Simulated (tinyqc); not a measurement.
Ways to converge the cycle: SCF convergence aids in the 3-21g basis, for He, spin multiplicity 1. Computed by the program tinyqc with PySCF. 

Geometry (angstrom):
```
atom       x       y       z
He    0.0000  0.0000  0.0000
```

lowest restricted solution found by these runs and by PySCF = -2.835680 hartree

RHF with one setting changed at a time; a run stops when the energy changes by less than 1e-09 hartree and the error matrix is below 1e-5. The start is the core Hamiltonian. Damping d keeps d of the old density; a shift (hartree) raises the virtual levels; DIIS n extrapolates F over n matrices.

Largest element of the error matrix X^T (FDS - SDF) X:
```
iteration    plain  damping 0.3  damping 0.6  shift 0.4   DIIS 3   DIIS 8
1          7.4e-01      7.4e-01      7.4e-01    7.4e-01  7.4e-01  7.4e-01
2          4.8e-02      2.6e-01      4.6e-01    1.3e-01  4.8e-02  4.8e-02
3          3.2e-03      8.9e-02      2.9e-01    2.3e-02  4.4e-05  4.4e-05
4          2.1e-04      3.1e-02      1.8e-01    4.1e-03  2.0e-05  2.0e-05
5          1.4e-05      1.1e-02      1.1e-01    7.1e-04  2.7e-09  1.3e-05
6          9.0e-07      3.7e-03      7.1e-02    1.3e-04        -  9.8e-06
8                -      4.4e-04      2.8e-02    3.9e-06        -        -
10               -      5.2e-05      1.1e-02          -        -        -
14               -      7.5e-07      1.7e-03          -        -        -
20               -            -      1.0e-04          -        -        -
30               -            -      9.4e-07          -        -        -
```

How each run ends:
```
run          iterations  E (hartree)         state
plain                 6    -2.835680  lowest found
damping 0.3          18    -2.835680  lowest found
damping 0.6          37    -2.835680  lowest found
shift 0.4             8    -2.835680  lowest found
DIIS 3                5    -2.835680  lowest found
DIIS 8                7    -2.835680  lowest found
```

6 of 6 runs reach the lowest restricted solution found, in 5 to 37 iterations (fastest: DIIS 3). Plain steps already contract here, so damping only slows them. DIIS 3 gains by cancelling the error over several earlier matrices, much as a quasi-Newton step does. DIIS minimises the error, not the energy, so it can stall or settle near a saddle, and its small system turns near-singular when few rotations are active.
